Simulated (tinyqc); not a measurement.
Interstitial-substitutional diffusion of a fast metal impurity in a wafer (kick-out and dissociative mechanisms): one step, computed by the program tinyqc. Command: `OMP_NUM_THREADS=1 python tinyqc.py 3020407 3020408 out.jsonl kickout walk`. One thread of a shared host (Intel(R) Xeon(R) Processor @ 2.30GHz), about 0.3 s of CPU time with the checks.

The metal moves as an interstitial A_i and dissolves on lattice sites either by kicking out a self-interstitial (A_i = A_s + I) or by filling a vacancy (A_i + V = A_s). With A_i at its solubility, local equilibrium and c = C_s/C_s*, self-interstitials and vacancies obey C_I/C_I* = 1/c and C_V/C_V* = c.

Task: Diffusivity against concentration. In defect-free silicon dc/dt = d/dx [(D_K/c^2 + D_F) dc/dx], c = 1 at both faces. D_K = D_I C_I*/C_s* and D_F = D_V C_V*/C_s*. The two terms are equal at c* = sqrt(D_K/D_F). Take c = 1, 0.5, 0.2, 0.1, 0.03 and 0.01.

Inputs (values chosen for the exercise, loosely like those of a heavy transition metal in silicon): temperature T = 825 C.

D_K = 6.327162e-12 cm^2/s

D_F = 5.918977e-12 cm^2/s

Give: c*; Effective diffusivity (cm^2/s).

Result:

c* = 1.034

Effective diffusivity (cm^2/s):
```
c     kick-out term      total
1.00      6.327e-12  1.225e-11
0.50      2.531e-11  3.123e-11
0.20      1.582e-10  1.641e-10
0.10      6.327e-10  6.386e-10
0.03      7.030e-09  7.036e-09
0.01      6.327e-08  6.328e-08
```
